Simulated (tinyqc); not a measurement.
# Changing the layer thickness t

Model: four-point probe, van der Pauw, Hall and spreading-resistance readings of a semiconductor layer. Computed by tinyqc, a small Python program. Command: `OMP_NUM_THREADS=1 python tinyqc.py 3112438 3112439 out.jsonl probe sweep`. One thread of a shared host (Intel(R) Xeon(R) Processor @ 2.30GHz), about 0.02 s of CPU time with the checks.

The layer is uniform and ohmic; contacts are points unless a radius is given.

Inputs (values chosen for the exercise, modelled on n-type silicon):
```
quantity             value        unit
carrier density n  2.4e+18      1/cm^3
drift mobility mu      163  cm^2/(V s)
probe spacing s          1          mm
current I             0.03          mA
```

Backing of the layer: conducting.

Constants: e = 1.602176634e-19 C.

Method:
- rho = 1/(e n mu); R_s = rho/t.
- Collinear probes with equal spacing on a layer with conducting backing: images at depth 2 m t give V = (rho I/(2 pi s)) G, G = 1 + 4 sum_(m>=1) (-1)^m [1/sqrt(1 + (2 m u)^2) - 1/sqrt(4 + (2 m u)^2)], u = t/s; the sum runs to m = 20000, with the last term halved.
- Limits: thick, rho = 2 pi s V/I; thin on an insulator, rho = (pi/ln 2) t V/I.

One run for each value:
```
layer thickness t (micrometre)  voltage V (mV)        G  rho by the thick formula (ohm cm)  rho by the thin formula (ohm cm)
260                                 1.3916e-05  0.01827                           0.000291                        5.4664e-05
920                                 4.8246e-04  0.63333                           0.010105                        6.7059e-03
1700                                6.8494e-04  0.89913                           0.014345                        1.7592e-02
3200                                7.4749e-04  0.98124                           0.015655                        3.6138e-02
6000                                7.5947e-04  0.99696                           0.015906                        6.8843e-02
```

Give the missing row, layer thickness t (micrometre) = 490.

Computed row:
```
layer thickness t (micrometre)  voltage V (mV)        G  rho by the thick formula (ohm cm)  rho by the thin formula (ohm cm)
490                                 1.6568e-04  0.21750                           0.003470                        1.2265e-03
```

Interpolating between the two neighbouring rows (the first column on a logarithmic scale, the others too where they are positive) misses by up to 50 %. Over the rows, voltage V (mV) rises from 1.39e-5 to 7.59e-4 (exponent d ln y / d ln x 3.9 between the first rows and 0.025 between the last); G rises from 0.0183 to 0.997 (exponent d ln y / d ln x 3.9 between the first rows and 0.025 between the last); rho by the thick formula (ohm cm) rises from 2.91e-4 to 0.0159 (exponent d ln y / d ln x 3.9 between the first rows and 0.025 between the last).  Left out: 40.0, 75.0, 140 (the backing shorts the probes).
